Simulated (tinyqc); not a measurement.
# p-n diode, drift-diffusion by the Gummel loop with Scharfetter-Gummel fluxes: effects of single changes

Abrupt junction at x = 0, p side from -Lp, n side to Ln, ohmic contacts. psi is counted from the intrinsic level; n = ni exp((psi - phin)/Vt), p = ni exp((phip - psi)/Vt). Contacts: p side psi = V - Vt ln(Na/ni), p = Na, n = ni^2/Na; n side psi = Vt ln(Nd/ni), n = Nd, p = ni^2/Nd. Constant mobilities, D = mu Vt, Boltzmann statistics, SRH recombination through a mid-gap level, U = (n p - ni^2)/(tp (n + ni) + tn (p + ni)). Current is positive from the p contact to the n contact.

Inputs (values chosen for the exercise); band and dielectric values close to those of silicon:
- T = 300 K (temperature)
- Eg = 1.14 eV (band gap)
- eps_r = 11.6 (relative permittivity)
- Nc = 2.8e19 cm^-3 (conduction-band density of states at T)
- Nv = 2.62e19 cm^-3 (valence-band density of states at T)
- Na = 7.9e17 cm^-3 (acceptor density of the p side)
- Nd = 3.5e16 cm^-3 (donor density of the n side)
- mun = 580 cm^2/(V s) (electron mobility)
- mup = 290 cm^2/(V s) (hole mobility)
- tn = 6e-7 s (SRH lifetime of electrons)
- tp = 2e-7 s (SRH lifetime of holes)
- Lp = 4 um (length of the p side)
- Ln = 0.66 um (length of the n side)
- G = 0 cm^-3 s^-1 (uniform generation rate)

Constants: q = 1.602176634e-19 C, kB = 1.380649e-23 J/K, Vt = kB T/q, eps0 = 8.8541878128e-14 F/cm where lengths are in cm. Results are converted to the units shown.

Each table varies one quantity; the others keep the values above.

## Current against voltage in the dark

ni = sqrt(Nc Nv) exp(-Eg/(2 Vt)), Eg in volts. Poisson and both continuity equations are solved self-consistently with Scharfetter-Gummel fluxes on a graded mesh of 500 nodes. J_scr is q times the integral of U between -xp and xn. Ideal diffusion current J_id = q ni^2 [Dn coth(wp/Le)/(Le Na) + Dp coth(wn/Lh)/(Lh Nd)] (exp(V/Vt) - 1), Le = sqrt(Dn tn), Lh = sqrt(Dp tp), wp = Lp - xp, wn = Ln - xn, with xp and xn from the depletion approximation (W = sqrt(2 eps0 eps_r (Vbi - V)(1/Na + 1/Nd)/q), xp = W Nd/(Na + Nd), xn = W Na/(Na + Nd), Vbi = Vt ln(Na Nd/ni^2)). Ideality factor = 0.004 V/(Vt ln[J(V + 0.004 V)/J(V)]). Here G = 0.

In this table G = 0 cm^-3 s^-1.

Current against voltage in the dark:
```
V (V)	J (A/cm^2)	ideality factor	J_scr/J (%)	J_id (A/cm^2)	share recombining at the contacts (%)	larger minority/doping at -xp and xn
0.18	1.17e-7	1.46	68.3	3.77e-8	31.7	6.88e-11
0.25	8.90e-7	1.22	38.2	5.57e-7	61.8	1.02e-9
0.32	9.55e-6	1.08	15.1	8.22e-6	84.8	1.52e-8
0.39	1.26e-4	1.03	4.95	1.21e-4	94.9	2.25e-7
0.47	0.00261	1.01	1.31	0.00262	98.6	4.88e-6
0.54	0.0380	1.01	0.424	0.0385	99.5	7.15e-5
0.61	0.554	1.01	0.145	0.565	99.7	0.00103
0.69	11.7	1.03	0.0432	12.1	99.8	0.0205
0.76	145	1.17	0.0127	177	99.9	0.215
```

What does the table show?

J rises from 1.17e-7 to 145 A/cm^2; the ideality factor goes from 1.46 through a minimum of 1.01 (at V = 0.54 V among the rows listed) to 1.17. Recombination in the depleted layer carries over half of the current up to V = 0.18 V, where the factor is 1.46; it grows roughly as exp(V/2 Vt), so diffusion overtakes it. Where the factor is lowest (V = 0.54 V), J is 1.3 % below the ideal diffusion current. From V = 0.76 V on the minority density at an edge of the layer exceeds a tenth of the doping, and in the last row J is 18 % below the ideal value.

## Effect of the donor density of the n side at fixed bias

Same model as above.

In this table V = 0.41 V.

Effect of the donor density of the n side at fixed bias:
```
Nd (cm^-3)	J (A/cm^2)	ideality factor	J_scr/J (%)	J_id (A/cm^2)	share recombining at the contacts (%)	larger minority/doping at -xp and xn
3.5e16	2.67e-4	1.02	3.56	2.61e-4	96.3	4.86e-7
6.9e16	1.31e-4	1.03	4.87	1.26e-4	95.0	1.28e-7
1.4e17	6.45e-5	1.03	6.55	6.05e-5	93.3	3.17e-8
2.7e17	3.47e-5	1.04	8.36	3.19e-5	91.5	8.64e-9
5.3e17	1.94e-5	1.05	10.3	1.74e-5	89.5	2.28e-9
1e18	1.21e-5	1.06	12.8	1.06e-5	86.9	1.04e-9
```

As Nd rises from 3.5e16 to 1e18, J falls from 2.67e-4 to 1.21e-5 A/cm^2, the share of the depleted layer rises from 3.56 to 12.8 % and the share lost at the contacts falls from 96.3 to 86.9 %. The exponent d ln J/d ln Nd is -1.05 between the first two rows and -0.74 between the last two. J less J_scr is 0.099 % below J_id in the last row.

Computed by the program tinyqc: `OMP_NUM_THREADS=1 python tinyqc.py 2240105 2240106 out.jsonl`, one thread of a shared Intel Xeon 2.30GHz, about 0.1 s for the whole run.
